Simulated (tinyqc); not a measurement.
Rigid-ion and shell models of the dielectric response of an ionic crystal. Changing the cation polarisability alpha_+. Computed by tinyqc, a small Python program. Command: `OMP_NUM_THREADS=1 python tinyqc.py 3007792 3007793 out.jsonl shell sweep`. One thread of a shared host (Intel(R) Xeon(R) Processor @ 2.30GHz), about 0.01 s of CPU time with the checks.

Charges +Z and -Z; 4 nearest neighbours, Madelung constant M = 1.638055, volume per ion pair Omega = 3.079201 d^3. Energy per pair U = -M Z^2 e2/d + 4 A exp(-d/rho), e2 = e^2/(4 pi eps_0). In the shell model the anion is a core of charge Y - Z and a massless shell of charge -Y, joined by the spring k; the repulsion acts on the shell. Each ion feels the Lorentz field E + (4 pi/3) P (Gaussian units).

Inputs (values chosen for the exercise, for a model crystal):
```
quantity                      value           unit
nearest-neighbour distance d   2.03       angstrom
ionic charge Z                    2              e
hardness d/rho                 10.4              -
cation mass                    26.7              u
anion mass                       19              u
shell charge size Y            2.99              e
core-shell spring k             136  eV/angstrom^2
film thickness t                1.7             nm
```

Structure: zinc blende.

Constants: e^2/(4 pi eps_0) = 14.39964548 eV angstrom; 1 eV/angstrom^3 = 160.2176634 GPa; nu for 1 eV/(angstrom^2 u) = 15.6333042 THz; 1 THz = 33.35640952 1/cm; eps_0 = 8.8541878128e-12 F/m; h x 1 THz = 4.135667696 meV.

Method:
- Zero pressure fixes 4 A exp(-d/rho) = M Z^2 e2 rho/d^2. Then U = -(M Z^2 e2/d)(1 - rho/d), B = M Z^2 e2 (d/rho - 2)/(9 Omega d), and the spring of one sublattice against the other is R = (1/3) x (Laplacian of the repulsion summed over neighbours) = M Z^2 e2 (d/rho - 2)/(3 d^3), so R = 3 B Omega/d^2.
- Eliminating the shell gives the anion polarisability alpha_- = Y^2 e2/(k + R), the Szigeti charge Z_S = Z - Y R/(k + R) and the softened spring R' = k R/(k + R). With b = 4 pi (alpha_+ + alpha_-)/(3 Omega): eps_inf = (1 + 2b)/(1 - b) (Clausius-Mossotti); Born charge Z* = Z_S (eps_inf + 2)/3.
- mu lambda_TO = R' - (4 pi e2/(3 Omega)) Z_S^2/(1 - b); mu lambda_LO = mu lambda_TO + 4 pi e2 Z*^2/(eps_inf Omega); eps_s = eps_inf lambda_LO/lambda_TO.
- lambda in eV/(angstrom^2 u) gives the wavenumber 15.6333042 x 33.35640952 x sqrt(lambda); mu is the reduced mass.
- Capacitance per area eps_0 eps_s/t; equivalent oxide thickness EOT = t x 3.9/eps_s; the surface optical mode against silicon (eps = 11.7) lies at omega_TO sqrt[(eps_s + 11.7)/(eps_inf + 11.7)], and its squared coupling to channel electrons scales as g = hbar omega_SO [1/(11.7 + eps_inf) - 1/(11.7 + eps_s)], with hbar omega = h c x wavenumber.

One run for each value; columns: (1) cation polarisability alpha_+ (angstrom^3); (2) eps_s; (3) eps_inf; (4) Born charge Z* (e); (5) omega_TO (1/cm); (6) remote-phonon coupling g (meV):
```
(1)       (2)     (3)     (4)     (5)      (6)
0.017  2.3875  1.4391  1.6468  701.51  0.46143
0.028  2.3990  1.4462  1.6502  701.32  0.46289
0.047  2.4190  1.4585  1.6561  700.97  0.46544
0.078  2.4521  1.4787  1.6658  700.40  0.46965
0.130  2.5086  1.5131  1.6823  699.43  0.47684
0.220  2.6100  1.5744  1.7116  697.70  0.48967
0.360  2.7772  1.6741  1.7593  694.88  0.51069
0.600  3.0937  1.8585  1.8476  689.62  0.55002
1.000  3.7261  2.2107  2.0163  679.47  0.62648
```

What does the table show, and why?

Over the rows, eps_s rises from 2.39 to 3.73 (exponent d ln y / d ln x 0.0096 between the first rows and 0.36 between the last); eps_inf rises from 1.44 to 2.21 (exponent d ln y / d ln x 0.0098 between the first rows and 0.34 between the last); Born charge Z* (e) rises from 1.65 to 2.02 (exponent d ln y / d ln x 0.0041 between the first rows and 0.17 between the last). A more polarisable cation strengthens the local field, which raises the Born charge and softens the TO mode at once; eps_s grows faster than eps_inf.
